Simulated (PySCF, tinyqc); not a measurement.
CCSD on RHF in the sto-3g basis, frozen core, for Be, spin multiplicity 1, step by step. The lowest restricted solution is unstable here: a spin-polarised one lies 0.0012 hartree lower (PySCF). One step of it, computed by the program tinyqc.

Problem. CCSD: starting amplitudes. t_ij^ab = <ij||ab> / (e_i + e_j - e_a - e_b), whose energy is MP2.

orbital energies (hartree): [-4.483992, -0.254038, 0.221086, 0.221086, 0.221086]

Two-electron integrals over orbitals (pq|rs), unique and non-zero (hartree); the lowest 1 orbital is frozen and left out:
```
(22|22) 0.404138   (32|32) 0.086809   (33|22) 0.409597   (33|33) 0.449859
(42|42) 0.086809   (43|43) 0.024249   (44|22) 0.409597   (44|33) 0.401360
(44|44) 0.449859   (52|52) 0.086809   (53|53) 0.024249   (54|54) 0.024249
(55|22) 0.409597   (55|33) 0.401360   (55|44) 0.401360   (55|55) 0.449859
```

Give: Starting amplitudes; correlation energy.

Solution.

Starting amplitudes (spin orbitals 1a, 1b, ...; amplitudes related by a flip of all spins are not repeated):
```
from      to        t
2a 2b  3a 3b  -0.0914
2a 2b  4a 4b  -0.0914
2a 2b  5a 5b  -0.0914
```

correlation energy = -0.023791 hartree
